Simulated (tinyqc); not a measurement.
Input admittance of a MOSFET at zero drain bias: distributed channel and distributed gate: one step of the calculation.

Source and drain grounded, strong inversion, w = 2 pi f, Cox = eps0 eox/tox. The channel is an RC line of resistance 1/(mu Cox Vo) per square fed from both ends, so one finger has the intrinsic admittance y = i w Cox L tanh(g)/g per width, g = (1/2) sqrt(i w tau), tau = L^2/(mu Vo). The vertical resistance rv/L is in series with y, the overlaps 2 i w Cov in parallel: y_t = 1/(1/y + rv/L) + 2 i w Cov. The gate strip is a line of Rsh/L per length loaded by y_t, so a finger has Y = y_t Wf tanh(k)/k, k = (Wf/sd) sqrt(y_t Rsh/L); the device has Nf Y.

Question. Input impedance of the device. k and Y as defined; Z = 1/(Nf Y) = R + 1/(i w C); Q = |Im Z|/R; signal at the point farthest from a contact |1/cosh k|.

Parameters, values chosen for the exercise; values of the order met in silicon radio-frequency transistors:
- L = 0.073 um (channel length)
- Wf = 1.4 um (finger width)
- Nf = 16 (number of fingers)
- Rsh = 7.7 ohm/square (sheet resistance of the gate)
- sd = 2 (number of ends at which a finger is contacted)
- f = 25 GHz (frequency)

y_t = 0.64681+267.70513i uS/um

Wanted: k; Nf Y; R; C; Q; signal at the far point.

Answer.

k = 0.08328+0.08308i
Nf Y = 0.042+5.996i mS
R = 1.172 ohm
C = 38.18 fF
Q = 142.3
signal at the far point = 1.000

Numbers from tinyqc (`OMP_NUM_THREADS=1 python tinyqc.py 2262127 2262128 out.jsonl`; about 0.01 s on one thread of a shared Intel Xeon 2.30GHz).
